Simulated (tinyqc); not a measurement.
## Gate work function from the charge

Question. For an undoped double gate, Q = 8 eps0 eps_r Vt beta tan(beta)/ts with 0 < beta < pi/2, and at the source (Vg - dphi)/(2 Vt) - ln[(2/ts) sqrt(2 eps0 eps_r Vt/(q ni))] = ln(beta) - ln(cos beta) + 2 r beta tan(beta), r = eps_r tox/(eox ts). Find beta and dphi.

Parameters, values chosen for the exercise; material values close to those of silicon:

| symbol | value | unit | meaning |
|---|---|---|---|
| T | 300 | K | temperature |
| eps_r | 11.5 |  | relative permittivity of the semiconductor |
| eox | 4.08 |  | relative permittivity of the gate insulator |
| tox | 2.8 | nm | insulator thickness |
| ts | 10 | nm | body thickness |
| Vg | 0.53 | V | gate voltage |

Constants: q = 1.602176634e-19 C, kB = 1.380649e-23 J/K, Vt = kB T/q, eps0 = 8.8541878128e-14 F/cm where lengths are in cm. Results are converted to the units shown.

Qs = 10.699749 nC/cm^2
ni = 1.0499989e10 cm^-3

Solution. beta tan(beta) rises from 0 without bound on the interval, so the charge fixes beta; the second relation is then explicit in dphi.

beta = 0.224
dphi = 0.120 V

Program tinyqc, `OMP_NUM_THREADS=1 python tinyqc.py 2440082 2440083 out.jsonl`; Intel Xeon 2.30GHz, shared host, one thread, about 0.01 s.
